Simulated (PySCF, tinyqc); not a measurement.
Inside a calculation. Method: CISD on RHF in the 3-21g basis, for H3+, spin multiplicity 1. The lowest restricted solution is unstable here: a spin-polarised one lies 0.0246 hartree lower (PySCF). One step of it, computed by the program tinyqc.

Problem. CISD: roots. Diagonalise (each vector has its largest component positive (the first on a tie)); all determinants have Ms = 0, so triplets appear too. The lowest singlet root is the correlation energy.

Occupation strings over the orbitals (2 doubly, a alpha, b beta, 0 empty; spin orbitals ordered 1a 1b 2a 2b ...): 200000 a0b000 a00b00 a0000b b0a000 b00a00 b0000a 020000 0a00b0 002000 00ab00 00a00b 00ba00 000200 000a0b 0b00a0 000020 00b00a 000b0a 000002

H - E(HF) between determinants (hartree):
```
           200000     a0b000     a00b00     a0000b     b0a000     b00a00     b0000a     020000
200000   0.000000   0.000000   0.000000   0.000000   0.000000   0.000000   0.000000   0.119259
a0b000   0.000000   0.307640  -0.033374   0.032141  -0.102169  -0.024287   0.049719  -0.112152
a00b00   0.000000  -0.033374   1.262913  -0.004335  -0.024287  -0.035235  -0.000685  -0.057724
a0000b   0.000000   0.032141  -0.004335   1.311144   0.049719  -0.000685  -0.078120   0.000321
b0a000   0.000000  -0.102169  -0.024287   0.049719   0.307640  -0.033374   0.032141   0.112152
b00a00   0.000000  -0.024287  -0.035235  -0.000685  -0.033374   1.262913  -0.004335   0.057724
b0000a   0.000000   0.049719  -0.000685  -0.078120   0.032141  -0.004335   1.311144  -0.000321
020000   0.119259  -0.112152  -0.057724   0.000321   0.112152   0.057724  -0.000321   0.374427
0a00b0   0.034286  -0.054583  -0.166736  -0.010904   0.040401   0.049801   0.003591   0.018891
002000   0.102169  -0.034667  -0.013636  -0.066031   0.034667   0.013636   0.066031   0.122133
00ab00   0.024287  -0.013636  -0.127075  -0.001711   0.002499   0.039238   0.001925   0.056283
00a00b  -0.049719  -0.066031  -0.001711   0.097890  -0.004744   0.006274  -0.075186   0.006971
00ba00  -0.024287   0.002499   0.039238   0.001925  -0.013636  -0.127075  -0.001711  -0.056283
000200   0.035235  -0.039238  -0.042462  -0.003178   0.039238   0.042462   0.003178   0.075792
000a0b   0.000685  -0.001925  -0.003178   0.025984   0.006274  -0.052587  -0.005427   0.001066
0b00a0  -0.034286   0.040401   0.049801   0.003591  -0.054583  -0.166736  -0.010904  -0.018891
000020   0.036058  -0.038082  -0.072285  -0.002823   0.038082   0.072285   0.002823   0.077635
00b00a   0.049719  -0.004744   0.006274  -0.075186  -0.066031  -0.001711   0.097890  -0.006971
000b0a  -0.000685   0.006274  -0.052587  -0.005427  -0.001925  -0.003178   0.025984  -0.001066
000002   0.078120   0.075186   0.005427  -0.092454  -0.075186  -0.005427   0.092454   0.005091

           0a00b0     002000     00ab00     00a00b     00ba00     000200     000a0b     0b00a0
200000   0.034286   0.102169   0.024287  -0.049719  -0.024287   0.035235   0.000685  -0.034286
a0b000  -0.054583  -0.034667  -0.013636  -0.066031   0.002499  -0.039238  -0.001925   0.040401
a00b00  -0.166736  -0.013636  -0.127075  -0.001711   0.039238  -0.042462  -0.003178   0.049801
a0000b  -0.010904  -0.066031  -0.001711   0.097890   0.001925  -0.003178   0.025984   0.003591
b0a000   0.040401   0.034667   0.002499  -0.004744  -0.013636   0.039238   0.006274  -0.054583
b00a00   0.049801   0.013636   0.039238   0.006274  -0.127075   0.042462  -0.052587  -0.166736
b0000a   0.003591   0.066031   0.001925  -0.075186  -0.001711   0.003178  -0.005427  -0.010904
020000   0.018891   0.122133   0.056283   0.006971  -0.056283   0.075792   0.001066  -0.018891
0a00b0   1.517951   0.050359   0.171557   0.008106  -0.061084   0.107900   0.007019  -0.077635
002000   0.050359   0.641189  -0.037463   0.051640   0.037463   0.047904  -0.007180  -0.050359
00ab00   0.171557  -0.037463   1.620475  -0.006481  -0.047904  -0.003638   0.005375  -0.061084
00a00b   0.008106   0.051640  -0.006481   1.601533   0.007180   0.005375  -0.050310  -0.000164
00ba00  -0.061084   0.037463  -0.047904   0.007180   1.620475   0.003638  -0.110150   0.171557
000200   0.107900   0.047904  -0.003638   0.005375   0.003638   2.717876  -0.002171  -0.107900
000a0b   0.007019  -0.007180   0.005375  -0.050310  -0.110150  -0.002171   2.462146  -0.006351
0b00a0  -0.077635  -0.050359  -0.061084  -0.000164   0.171557  -0.107900  -0.006351   1.517951
000020   0.049485   0.051656   0.094294   0.007428  -0.094294   0.278186   0.014931  -0.049485
00b00a  -0.000164  -0.051640   0.007180  -0.082067  -0.006481  -0.005375  -0.003574   0.008106
000b0a  -0.006351   0.007180  -0.110150  -0.003574   0.005375   0.002171  -0.002179   0.007019
000002  -0.002322   0.082067   0.003574  -0.067283  -0.003574   0.002179  -0.010511   0.002322

           000020     00b00a     000b0a     000002
200000   0.036058   0.049719  -0.000685   0.078120
a0b000  -0.038082  -0.004744   0.006274   0.075186
a00b00  -0.072285   0.006274  -0.052587   0.005427
a0000b  -0.002823  -0.075186  -0.005427  -0.092454
b0a000   0.038082  -0.066031  -0.001925  -0.075186
b00a00   0.072285  -0.001711  -0.003178  -0.005427
b0000a   0.002823   0.097890   0.025984   0.092454
020000   0.077635  -0.006971  -0.001066   0.005091
0a00b0   0.049485  -0.000164  -0.006351  -0.002322
002000   0.051656  -0.051640   0.007180   0.082067
00ab00   0.094294   0.007180  -0.110150   0.003574
00a00b   0.007428  -0.082067  -0.003574  -0.067283
00ba00  -0.094294  -0.006481   0.005375  -0.003574
000200   0.278186  -0.005375   0.002171   0.002179
000a0b   0.014931  -0.003574  -0.002179  -0.010511
0b00a0  -0.049485   0.008106   0.007019   0.002322
000020   2.695948  -0.007428  -0.014931   0.003820
00b00a  -0.007428   1.601533  -0.050310   0.067283
000b0a  -0.014931  -0.050310   2.462146   0.010511
000002   0.003820   0.067283   0.010511   2.799354
```

Give: lowest roots of this matrix, relative to E(HF); lowest vectors; <S^2> of these roots; weight of the ground state by excitation level 0, 1, 2, ....

Solution.

lowest roots of this matrix, relative to E(HF) (hartree): -0.0520  0.1915  0.2302  0.4584  0.7153  1.1706  1.1797  1.2397

lowest vectors:
```
         root 1   root 2   root 3   root 4
200000   0.9484   0.0000   0.2497   0.0055
a0b000  -0.0732   0.7026   0.4357   0.4984
a00b00  -0.0172   0.0406   0.0407  -0.0025
a0000b  -0.0104  -0.0558  -0.0123   0.0444
b0a000   0.0732   0.7026  -0.4357  -0.4984
b00a00   0.0172   0.0406  -0.0407   0.0025
b0000a   0.0104  -0.0558   0.0123  -0.0444
020000  -0.2756   0.0000   0.7075  -0.4482
0a00b0  -0.0191   0.0105   0.0347   0.0145
002000  -0.1007   0.0000  -0.2156   0.5403
00ab00  -0.0059   0.0075  -0.0331   0.0401
00a00b   0.0290   0.0382   0.0312  -0.0037
00ba00   0.0059   0.0075   0.0331  -0.0401
000200  -0.0036   0.0000  -0.0086   0.0180
000a0b   0.0007   0.0014   0.0018   0.0007
0b00a0   0.0191   0.0105  -0.0347  -0.0145
000020  -0.0044   0.0000  -0.0036   0.0137
00b00a  -0.0290   0.0382  -0.0312   0.0037
000b0a  -0.0007   0.0014  -0.0018  -0.0007
000002  -0.0180   0.0000  -0.0268  -0.0470
```

<S^2> of these roots: 0.0000  2.0000  0.0000  0.0000  0.0000  2.0000  0.0000  2.0000

weight of the ground state by excitation level 0, 1, 2, ...: 0.8995  0.0115  0.0889

The reference has a weight of only 0.90: one determinant is a poor start here.
